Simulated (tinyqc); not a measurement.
Minority carriers and saturation current of a heavily doped emitter: one step of the calculation.

n-type, parabolic bands, full ionisation. eta = (EF - Ec)/kB T solves N = Nc F12(eta), F12(x) = (2/sqrt(pi)) int_0^infinity sqrt(u)/(1 + exp(u - x)) du. The gap shrinks rigidly by dEg = E1 [ln(N/N0) + sqrt(ln^2(N/N0) + 0.5)], an empirical law that is here taken as the true narrowing.

Question. Saturation current. 1/tau = Cn N^2 + 1/ts, D = mup Vt, L = sqrt(D tau); J0 = (q p0 D/L)(s + tanh(W/L))/(1 + s tanh(W/L)), s = S L/D; the share recombining inside is 1 - 1/[cosh(W/L)(1 + tanh(W/L)/s)].

Parameters, values chosen for the exercise; band and dielectric values those of a made-up semiconductor:
- T = 350 K (temperature)
- N = 1.7e20 cm^-3 (ionised donor density)
- mup = 220 cm^2/(V s) (minority-hole mobility)
- Cn = 1.8e-31 cm^6/s (Auger coefficient)
- ts = 0.23 us (defect lifetime)
- W = 1100 nm (emitter width)
- S = 3.6e5 cm/s (recombination velocity at the contact)

Constants: q = 1.602176634e-19 C, kB = 1.380649e-23 J/K, Vt = kB T/q. Results are converted to the units shown.

p0 = 5.2560503 cm^-3

Wanted: tau; L; s; J0; share recombining inside.

Answer.

tau = 0.19207 ns
L = 357.00 nm
s = 1.9369
J0 = 156.73 fA/cm^2
share recombining inside = 93.950 %

The emitter is opaque: W exceeds two diffusion lengths, and the contact matters little.

Range of the model: Band tails, non-parabolic bands and incomplete ionisation are left out.

Program tinyqc, `OMP_NUM_THREADS=1 python tinyqc.py 2330046 2330047 out.jsonl`; Intel Xeon 2.30GHz, shared host, one thread, about 0.01 s.
